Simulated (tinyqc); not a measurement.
Energy and delay of logic against supply voltage: two steps of the calculation.

One expression serves below and above threshold: I(Vg) = Ik [ln(1 + exp((Vg - VT + dd V)/(al nf Vt)))]^al, with I_on = I(V) and I_off = I(0). Gate delay td = kd C V/I_on, clock period LD td. Per gate and cycle the switching energy is act C V^2 and the leakage energy I_off V LD td. No short-circuit current, no variation. Minima are sought above 0.09 V; below a few Vt gates no longer switch and the model has no meaning.

Values chosen for this exercise; values of the order met in logic technologies:
```
symbol,value,unit,meaning
T,250,K,temperature
VT,0.22,V,threshold voltage at zero drain bias
nf,1.4,,slope factor
dd,0.12,,barrier lowering per volt of supply
Ik,1.2,uA,specific current of a gate
al,1.42,,exponent of the current law
C,3.3,fF,load capacitance of a gate
kd,0.7,,delay factor
LD,20,,logic depth
act,0.1,,activity factor
V,1.07,V,supply voltage
```

Constants: q = 1.602176634e-19 C, kB = 1.380649e-23 J/K, Vt = kB T/q. Results are converted to the units shown.

Problem 1. Currents, delay and energies. I_on, I_off, td, clock frequency 1/(LD td), both energies and their sum.

Find: I_on; I_off; td; clock frequency; switching energy; leakage energy; energy.

Solution 1.

I_on = 102.01 uA
I_off = 53.155 nA
td = 24.229 ps
clock frequency = 2.0636 GHz
switching energy = 377.82 aJ
leakage energy = 27.561 aJ
energy = 405.38 aJ

I_on/I_off = 1920; leakage makes up 6.80 % of the energy.

Problem 2. New V. Minimum-energy supply: E(V) is the energy per gate and cycle; with h = 0.001 V, E' = (E(V + h) - E(V - h))/(2 h), E'' = (E(V - h) - 2 E(V) + E(V + h))/h^2, V(new) = V - E'/E''.

V after iteration 1 = 0.15424742 V

Find: E'; E''; V after iteration 2.

Solution 2.

E' = -22.40 aJ/V
E'' = 2698 aJ/V^2
V after iteration 2 = 0.1625 V

tinyqc, about 0.01 s, one thread, Intel Xeon 2.30GHz (shared host): `OMP_NUM_THREADS=1 python tinyqc.py 2082170 2082171 out.jsonl`
